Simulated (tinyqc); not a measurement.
Inside a calculation. Model: frequency dispersion of an accumulation capacitance by border traps, distributed model.

Program tinyqc, `OMP_NUM_THREADS=1 python tinyqc.py 2202136 2202137 out.jsonl`; Intel Xeon 2.30GHz, shared host, one thread, about 0.6 s. Printed values are rounded.

Traps spread evenly through the insulator exchange electrons with the semiconductor by tunnelling, with tau(x) = t0 exp(2 ka x) at depth x from the interface. The admittance per area Y seen at depth x obeys dY/dx = -Y^2/(i w eps0 eox) + q Nb ln(1 + i w tau)/tau, with Y(0) = i w Cs and w = 2 pi f; the gate sees Y(tox) = G + i w C. Working variable y = Y/(i w), in uF/cm^2. Cox = eps0 eox/tox.

Values chosen for this exercise; permittivity close to that of hafnium oxide:
- eox = 18.9 (relative permittivity of the insulator)
- tox = 7.1 nm (insulator thickness)
- Cs = 2.1 uF/cm^2 (semiconductor capacitance in accumulation)
- Nb = 5e19 cm^-3 eV^-1 (density of border traps)
- ka = 6 1/nm (decay constant of the wave function in the insulator)
- t0 = 3e-10 s (time constant of a trap at the interface)
- f = 1000 Hz (frequency)
- xe = 1.5 nm (depth down to which the steps are taken)

Constants: q = 1.602176634e-19 C, eps0 = 8.8541878128e-14 F/cm where lengths are in cm. Results are converted to the units shown.

## Scales and lumped estimate

Cox; trap-free value 1/(1/Cox + 1/Cs); response depth d = ln(1/(w t0))/(2 ka), where w tau = 1; lumped estimate: all traps within d act as C_bt = q Nb d placed at d/2, so C = 1/{1/[1/(1/Cs + d/(2 eps0 eox)) + C_bt] + (tox - d/2)/(eps0 eox)}.

Cox = 2.35696 uF/cm^2
trap-free C = 1.11054 uF/cm^2
d = 1.09847 nm
C_bt = 0.879969 uF/cm^2
lumped C = 1.34589 uF/cm^2

The traps within reach amount to 0.419 Cs and lie in the first 15.5 % of the insulator.

## Midpoint steps through the active depth

In terms of y: dy/dx = -y^2/(eps0 eox) + s(x), s = q Nb ln(1 + z)/z, z = i w tau. 8 midpoint steps of h = xe/8: y_half = y + (h/2) y'(x, y), y(new) = y + h y'(x + h/2, y_half).

```
point   x (nm)    s (uF/(cm^2 nm))       y (uF/cm^2)
0            0  0.801088-0.000001i  2.10000+0.00000i
1       0.1875  0.801088-0.000007i  2.19839+0.00000i
2        0.375  0.801088-0.000068i  2.29205+0.00000i
3       0.5625  0.801088-0.000645i  2.38103-0.00004i
4         0.75  0.801026-0.006117i  2.46537-0.00041i
5       0.9375  0.795550-0.057444i  2.54508-0.00388i
6        1.125  0.548835-0.309208i  2.61158-0.03392i
7      1.31250  0.091765-0.157906i  2.58191-0.08244i
8          1.5  0.010115-0.031188i  2.51475-0.09082i
```

## Capacitance and conductance at the gate

y at xe = 2.51475-0.09082i uF/cm^2

Beyond xe the traps are ignored, so 1/y(tox) = 1/y(xe) + (tox - xe)/(eps0 eox); C = Re y, G/w = -Im y, loss tangent G/(w C).

y at the gate = 1.36601-0.02677i uF/cm^2
C = 1.36601 uF/cm^2
G/w = 0.0267728 uF/cm^2
loss tangent = 0.0195992

A fine integration over the whole insulator gives C = 1.3670 and G/w = 0.02803 uF/cm^2; the coarse G/w is 4.5 % below that. The fine C is 23 % above the trap-free value, and the lumped estimate is 1.5 % below the fine result.
